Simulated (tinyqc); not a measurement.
Inside a calculation. Method: RHF in the sto-3g basis, for H3+, spin multiplicity 1. One step of it, computed by the program tinyqc.

Task: Iteration 2: building the Fock matrix. J_ij = sum D_kl (ij|kl), K_ij = sum D_kl (ik|jl); F = H + J - 0.5 K; E = tr D H + tr D J / 2 - 0.25 tr D K + E_nn.

D after iteration 1, order 1H 1s, 2H 1s, 3H 1s:
$$\begin{pmatrix}
0.720580 & 0.360669 & 0.360669 \\
0.360669 & 0.180524 & 0.180524 \\
0.360669 & 0.180524 & 0.180524
\end{pmatrix}$$

core Hamiltonian H = T + V (hartree), order 1H 1s, 2H 1s, 3H 1s:
$$\begin{pmatrix}
-1.642799 & -1.080888 & -1.080888 \\
-1.080888 & -1.365456 & -0.381209 \\
-1.080888 & -0.381209 & -1.365456
\end{pmatrix}$$

Two-electron integrals (ij|kl) in chemists' order, unique and non-zero (hartree):
```
(11|11) 0.774606   (21|11) 0.383922   (21|21) 0.230494   (22|11) 0.529489
(22|21) 0.383922   (22|22) 0.774606   (31|11) 0.383922   (31|21) 0.177512
(31|22) 0.235302   (31|31) 0.230494   (32|11) 0.118369   (32|21) 0.063549
(32|22) 0.097022   (32|31) 0.063549   (32|32) 0.019914   (33|11) 0.529489
(33|21) 0.235302   (33|22) 0.308176   (33|31) 0.383922   (33|32) 0.097022
(33|33) 0.774606
```

nuclear repulsion = 1.55640356 hartree

Give: Coulomb J; exchange K; Fock matrix F; total energy of this density.

Result:

Coulomb J (hartree), order 1H 1s, 2H 1s, 3H 1s:
$$\begin{pmatrix}
1.346 & 0.706 & 0.706 \\
0.706 & 1.059 & 0.219 \\
0.706 & 0.219 & 1.059
\end{pmatrix}$$

exchange K (hartree), order 1H 1s, 2H 1s, 3H 1s:
$$\begin{pmatrix}
1.259 & 0.792 & 0.792 \\
0.792 & 0.667 & 0.438 \\
0.792 & 0.438 & 0.667
\end{pmatrix}$$

Fock matrix F (hartree), order 1H 1s, 2H 1s, 3H 1s:
$$\begin{pmatrix}
-0.927 & -0.771 & -0.771 \\
-0.771 & -0.640 & -0.381 \\
-0.771 & -0.381 & -0.640
\end{pmatrix}$$

total energy of this density = -1.20503 hartree
